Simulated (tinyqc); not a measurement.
# Worked calculation: frequency dispersion of an accumulation capacitance by border traps, distributed model

tinyqc, about 0.4 s, one thread, Intel Xeon 2.30GHz (shared host): `OMP_NUM_THREADS=1 python tinyqc.py 2202016 2202017 out.jsonl` Printed values are rounded.

Traps spread evenly through the insulator exchange electrons with the semiconductor by tunnelling, with tau(x) = t0 exp(2 ka x) at depth x from the interface. The admittance per area Y seen at depth x obeys dY/dx = -Y^2/(i w eps0 eox) + q Nb ln(1 + i w tau)/tau, with Y(0) = i w Cs and w = 2 pi f; the gate sees Y(tox) = G + i w C. Working variable y = Y/(i w), in uF/cm^2. Cox = eps0 eox/tox.

Values chosen for this exercise; permittivity close to that of silicon dioxide:
```
symbol   value         unit                                               meaning
eox       3.98                             relative permittivity of the insulator
tox        5.7           nm                                   insulator thickness
Cs         2.9      uF/cm^2             semiconductor capacitance in accumulation
Nb      8.3e18  cm^-3 eV^-1                               density of border traps
ka         6.3         1/nm  decay constant of the wave function in the insulator
t0       2e-11            s              time constant of a trap at the interface
f          1e5           Hz                                             frequency
xe         1.3           nm               depth down to which the steps are taken
```

Constants: q = 1.602176634e-19 C, eps0 = 8.8541878128e-14 F/cm where lengths are in cm. Results are converted to the units shown.

## Scales and lumped estimate

Cox; trap-free value 1/(1/Cox + 1/Cs); response depth d = ln(1/(w t0))/(2 ka), where w tau = 1; lumped estimate: all traps within d act as C_bt = q Nb d placed at d/2, so C = 1/{1/[1/(1/Cs + d/(2 eps0 eox)) + C_bt] + (tox - d/2)/(eps0 eox)}.

Cox = 0.618240 uF/cm^2
trap-free C = 0.509600 uF/cm^2
d = 0.895594 nm
C_bt = 0.119097 uF/cm^2
lumped C = 0.516206 uF/cm^2

The traps within reach amount to 0.0411 Cs and lie in the first 15.7 % of the insulator.

## Midpoint steps through the active depth

In terms of y: dy/dx = -y^2/(eps0 eox) + s(x), s = q Nb ln(1 + z)/z, z = i w tau. 10 midpoint steps of h = xe/10: y_half = y + (h/2) y'(x, y), y(new) = y + h y'(x + h/2, y_half).

| point | x (nm) | s (uF/(cm^2 nm)) | y (uF/cm^2) |
|---|---|---|---|
| 0 | 0 | 0.132981-0.000001i | 2.90000+0.00000i |
| 1 | 0.13 | 0.132981-0.000004i | 2.63759+0.00000i |
| 2 | 0.26 | 0.132981-0.000022i | 2.42100+0.00000i |
| 3 | 0.39 | 0.132981-0.000114i | 2.23947-0.00001i |
| 4 | 0.52 | 0.132977-0.000585i | 2.08534-0.00004i |
| 5 | 0.65 | 0.132890-0.003009i | 1.95302-0.00020i |
| 6 | 0.78 | 0.130649-0.015090i | 1.83829-0.00103i |
| 7 | 0.91 | 0.097117-0.049411i | 1.73673-0.00480i |
| 8 | 1.04 | 0.030397-0.039502i | 1.63943-0.01061i |
| 9 | 1.17 | 0.006450-0.014489i | 1.54782-0.01240i |
| 10 | 1.3 | 0.001274-0.004150i | 1.46474-0.01202i |

## Capacitance and conductance at the gate

y at xe = 1.46474-0.01202i uF/cm^2

Beyond xe the traps are ignored, so 1/y(tox) = 1/y(xe) + (tox - xe)/(eps0 eox); C = Re y, G/w = -Im y, loss tangent G/(w C).

y at the gate = 0.517792-0.001502i uF/cm^2
C = 0.517792 uF/cm^2
G/w = 0.00150244 uF/cm^2
loss tangent = 0.00290162

A fine integration over the whole insulator gives C = 0.51744 and G/w = 0.001563 uF/cm^2; the coarse G/w is 3.9 % below that. The fine C is 1.5 % above the trap-free value, and the lumped estimate is 0.24 % below the fine result.
